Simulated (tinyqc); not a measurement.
Quaternary alloy A(x)B(1-x)C(y)D(1-y) matched to a substrate, step by step. Values are carried at full precision from step to step, so a last printed digit may differ when a step is redone from the rounded ones.

Matching a(x,y) = a_s gives x = (a_s - y a_BC - (1 - y) a_BD)/(y (a_AC - a_BC) + (1 - y)(a_AD - a_BD)).
Constants: hc = 1239.841984 eV nm.

Inputs chosen for the exercise (AC, AD, BC, BD near GaAs, GaP, InAs and InP; substrate near GaAs; shifted at random, so the results belong to these values and not to a real crystal):
- a = (5.649, 5.451, 6.054, 5.875) angstrom (lattice constants of AC, AD, BC, BD)
- a_s = 5.649 angstrom (substrate)
- y = 0.49 (fraction of C)
- Eg = (1.503, 2.893, 0.415, 1.409) eV (gaps at Gamma of AC, AD, BC, BD)
- Cb = (0.517, 0.586, 0.182, 0.101) eV (bowing of ABC, ABD, ACD, BCD)
- dx = -0.015 (error of x in growth)

## The matched composition

Give numerator, denominator and x.

numerator = -0.31371 angstrom
denominator = -0.41469 angstrom
x = 0.7565

## The gap by rule 1

Q(x,y) = x y Q_AC + x (1 - y) Q_AD + (1 - x) y Q_BC + (1 - x)(1 - y) Q_BD for the lattice constant. Gap, rule 1: Q(x,y) - x (1 - x)[y C_ABC + (1 - y) C_ABD] - y (1 - y)[x C_ACD + (1 - x) C_BCD]. Rule 2 (mean of ternaries): {x (1 - x)[y T_ABC(x) + (1 - y) T_ABD(x)] + y (1 - y)[x T_ACD(y) + (1 - x) T_BCD(y)]}/{x (1 - x) + y (1 - y)}, T_ABC(x) = x E_AC + (1 - x) E_BC - C_ABC x (1 - x), T_ACD(y) = y E_AC + (1 - y) E_AD - C_ACD y (1 - y), and alike. Only the Gamma valley is followed.

Give the four weights, the bilinear part, the two bowing terms, the gap and hc/gap.

weights of AC, AD, BC, BD: 0.3707  0.3858  0.1193  0.1242

bilinear part = 1.8978 eV

bowing terms (eV): 0.1017  0.0406

gap = 1.7555 eV
wavelength = 706 nm

## The gap by rule 2

Give the four ternary gaps and their weighted mean.

T_ABC, T_ABD, T_ACD, T_BCD (eV): 1.1428  2.4237  2.1664  0.8967

gap = 1.8313 eV

Rule 2 lies 76 meV above rule 1: it averages the two bowing terms where rule 1 adds them. Both agree on the ternary edges.

## An error in composition

Replace x by x + dx; mismatch (a_s - a)/a and change of the relaxed gap by rule 1.

a = 5.6552 angstrom
mismatch = -0.110 %
change of the gap = -23.2 meV

The layer would be under compression; the strain shift of the gap is not included.

## Checks

- Lattice constant at the matched composition against a_s (angstrom): both 5.6490.
- Rule 2 as a mean of ternaries against its form with averaged bowing (eV): both 1.8313.

tinyqc: `OMP_NUM_THREADS=1 python tinyqc.py 1081251 1081252 out.jsonl`; about 0.01 s, one thread, shared Intel(R) Xeon(R) Processor @ 2.30GHz.
